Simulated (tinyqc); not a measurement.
Inside a calculation. Model: floating body of a partially depleted SOI transistor: body voltage and kink.

Program tinyqc, `OMP_NUM_THREADS=1 python tinyqc.py 2182064 2182065 out.jsonl`; Intel Xeon 2.30GHz, shared host, one thread, about 0.2 s. Printed values are rounded.

Source at 0 V. Channel current Ic = 2 nf K Vt^2 [F(0) - F(Vd)](1 + la Vd), F(V) = ln^2(1 + exp((Vg - VT - nf V)/(2 nf Vt))), VT = VT0 - gb Vb. Saturation voltage Vs = 2 Vt sqrt(F(0)) + 3 Vt, excess Ve = (Vd - Vs + sqrt((Vd - Vs)^2 + 0.0004 V^2))/2, multiplication M1 = Ai Ve exp(-Bl/Ve). Each junction passes D(v) = J1 (exp(v/Vt) - 1) + J2 (exp(v/(2 Vt)) - 1). Bipolar current Ib = bb J1 (exp(Vb/Vt) - 1). The body settles where M1 (Ic + Ib) = D(Vb) + D(Vb - Vd) + Vb/Rb; drain current Id = (1 + M1)(Ic + Ib) - D(Vb - Vd).

Parameters, values chosen for the exercise; values of the order met in partially depleted silicon-on-insulator transistors: temperature T = 300 K; threshold at zero body voltage VT0 = 0.55 V; fall of the threshold per volt of body voltage gb = 0.2; slope factor nf = 1.45; gain factor per width K = 130 uA/(V^2 um); channel-length modulation factor la = 0.08 1/V; impact-ionisation prefactor Ai = 1.49 1/V; impact-ionisation voltage Bl = 6 V; diffusion saturation current of each junction J1 = 2.2e-13 uA/um; recombination saturation current of each junction J2 = 2.2e-8 uA/um; gain of the lateral bipolar transistor on the diffusion current bb = 1; resistance of a weak body tie to the source (1e9 stands for no tie, and the term is then dropped) Rb = 1e9 kohm um; gate voltage Vg = 0.59 V; drain voltage Vd = 1.1 V.

Constants: q = 1.602176634e-19 C, kB = 1.380649e-23 J/K, Vt = kB T/q. Results are converted to the units shown.

Range of the model: The multiplication law is an empirical form chosen for the exercise; self-heating and capacitive coupling to the body are left out, and the linear laws are rough once Vb passes about 0.7 V or M1 about 0.1.

## Starting value

Vb = 0.49 V.

Vb at the start = 0.49 V

## Iteration 1: new Vb

Current into the body I_in = M1 (Ic + Ib) - D(Vb - Vd), current out I_out = D(Vb) + Vb/Rb; f = ln(I_in/I_out), s = df/dVb by central differences over 1e-5 V, Vb(new) = Vb - f/s.

Ic = 1.083426 uA/um
Ve = 0.9197642 V
M1 = 0.002012711
I_in = 0.002180721 uA/um
I_out = 3.247183e-4 uA/um
f = 1.904453
s = -20.23205 1/V
Vb after iteration 1 = 0.5841305 V

## Iteration 2: new Vb

As before.

Ic = 1.336757 uA/um
Ve = 0.9083791 V
M1 = 0.001831739
I_in = 0.002451231 uA/um
I_out = 0.003203927 uA/um
f = -0.2677866
s = -26.81241 1/V
Vb after iteration 2 = 0.5741431 V

## Iteration 3: new Vb

As before.

Ic = 1.308240 uA/um
Ve = 0.9096033 V
M1 = 0.001850587
I_in = 0.002422833 uA/um
I_out = 0.002434053 uA/um
f = -0.004620522
s = -25.89092 1/V
Vb after iteration 3 = 0.5739646 V

## Course of the iteration

Stop when the step is below 1e-10 V, or after 40 iterations.

Course of the iteration:
```
iteration  Vb before the step (V)  step (V)
1                            0.49    0.0941
2                       0.5841305  -9.99e-3
3                       0.5741431  -1.78e-4
4                       0.5739646  -5.60e-8
5                       0.5739646   < 1e-14
```

Converged in 5 iterations.

## Drain current with floating and with grounded body

converged Vb = 0.5739646 V

Id and VT at the converged Vb, Id at Vb = 0, their ratio, and the bipolar share Ib/(Ic + Ib).

VT = 0.4352071 V
Id, floating = 1.311122 uA/um
Id, grounded = 0.2722585 uA/um
ratio = 4.815725
bipolar share = 0.07375020 %

The body rises to 0.574 V and lowers the threshold by 115 mV.
